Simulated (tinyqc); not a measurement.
Read current of a NAND string, cells in series solved by shooting: one step of the calculation.

Cells in series, numbered from 0 at the source line (0 V) to the bit line, each followed by a gap resistance Rg. A cell with gate Vg, threshold VT, source Vs and drain Vd passes I = 2 nf K Vt^2 [F(Vs) - F(Vd)]/(1 + th max(Vg - VT, 0)), F(V) = ln^2(1 + exp((Vg - VT - nf V)/(2 nf Vt))). The selected cell has Vg = Vr, the others Vg = Vp.

Task. Node voltages for a trial current. For a trial current I start at 0 V and, cell by cell (the selected one is cell 2), solve for the drain: sqrt(F(Vd)) = sqrt(F(Vs) - I/k), k = 2 nf K Vt^2/(1 + th max(Vg - VT, 0)), Vd = [Vg - VT - 2 nf Vt ln(exp(sqrt F) - 1)]/nf, then add I Rg.

Inputs (values chosen for the exercise); values of the order met in vertical NAND strings:
- T = 300 K (temperature)
- K = 3.2 uA/V^2 (gain factor of a cell)
- nf = 1.6 (slope factor)
- th = 0.09 1/V (mobility reduction factor)
- Rg = 9.1 kohm (resistance of the gap between cells)
- Vbl = 0.3 V (bit-line voltage)
- Vp = 6.4 V (pass voltage)
- Vr = 2.5 V (read voltage on the selected word line)

Constants: q = 1.602176634e-19 C, kB = 1.380649e-23 J/K, Vt = kB T/q. Results are converted to the units shown.

second trial current = 0.34 uA
thresholds from the source end, cell 0 to 3 (V): [4.2, 4.2, 1.2, -1.2]

Wanted: node voltage after each cell and gap, trial 2.

Result.

node voltage after each cell and gap, trial 2, cell 0 to 3 (V): [0.062223, 0.12738, 0.24900, 0.27701]

tinyqc, about 0.3 s, one thread, Intel Xeon 2.30GHz (shared host): `OMP_NUM_THREADS=1 python tinyqc.py 2142168 2142169 out.jsonl`
